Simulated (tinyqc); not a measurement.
Worked calculation: configuration-coordinate model of carrier capture at a defect. Values are carried at full precision from step to step, so a last printed digit may differ when a step is redone from the rounded ones.

Two parabolas of equal curvature k in one coordinate Q: with the carrier free at the band edge, U_f = k Q^2/2; with the carrier trapped, U_t = k (Q - dQ)^2/2 - ET. ER = k dQ^2/2, Huang-Rhys factor S = ER/hw, hw = 0.0646541 sqrt(k/M) eV for k in eV/angstrom^2 and M in u. The curves cross at a height Eb = (ER - ET)^2/(4 ER) above the free minimum.

Constants: kB = 8.617333262e-05 eV/K.

Parameters, chosen for this exercise (of the size met at a deep level in GaN; the results hold for these values, not for the real material):
- ET = 0.82 eV (thermal depth of the level below the band edge)
- ER = 0.56 eV (relaxation energy)
- hw = 0.04 eV (phonon energy of the mode)
- M = 28 u (mass of the mode)
- T = 150 K (temperature)
- nu = 1e+13 1/s (attempt rate)

## The two parabolas

Form S, k, dQ, the crossing point Qc = (ER - ET)/(k dQ), Eb, and the emission barrier Eb + ET.

S = 14.000
k = 10.7173 eV/angstrom^2
dQ = 0.3233 angstrom
Qc = -0.0750 angstrom

barriers (eV): capture 0.0302, emission 0.8502

ER < ET: the crossing lies on the far side of the free minimum (the inverted case), where tunnelling between vibrational states can matter much if Eb is well above hw.

## Optical transitions

Vertical ionisation from the trapped minimum costs ET + ER; vertical capture from the free minimum releases ET - ER (none if negative); the band has a standard deviation sqrt(S hw^2 coth(hw/2kT)) with S = ER/hw, and a full width 2.35482 times that.

energies (eV): ionisation peak 1.380, zero-phonon 0.820, emission peak 0.260

coth(hw/2kT) = 1.0949
standard deviation = 0.1566 eV
full width = 0.3688 eV

Radiative capture would peak at 0.260 eV. The optical peak exceeds the thermal depth by a factor 1.68.

## The multiphonon factor

Multiphonon factor for giving p = ET/hw phonons to the lattice: W = exp(-S (2 nb + 1)) ((nb + 1)/nb)^(p/2) I_p(x), nb = 1/(exp(hw/kT) - 1), x = 2 S sqrt(nb (nb + 1)), I_p the modified Bessel function. Classical limit: W = hw exp(-Eb/kT)/sqrt(4 pi ER kT). At T = 0: exp(-S) S^p/Gamma(p + 1).

Form p, nb, x and ln W, the classical ln W, and the capture time 1/(nu W).

p, nb, x: 20.5000  0.0474  6.2419

ln W: quantum -3.681, classical -4.355

capture time = 3.97e-12 s

The quantum factor is 1.96 times the classical one at kT/hw = 0.32: the classical form serves within a factor of e.

## Emission by detailed balance

For equal degeneracies and one band-edge state, emission time = capture time x exp(ET/kT).

ET/kT = 63.438
log10 of the emission time in s = 16.15

## Checks

- Ln W for the nearest whole p against the double Poisson sum over emitted and absorbed phonons: both -3.49679.

Program tinyqc; command `OMP_NUM_THREADS=1 python tinyqc.py 1481272 1481273 out.jsonl`; about 0.01 s on one thread of a shared Intel(R) Xeon(R) Processor @ 2.30GHz.
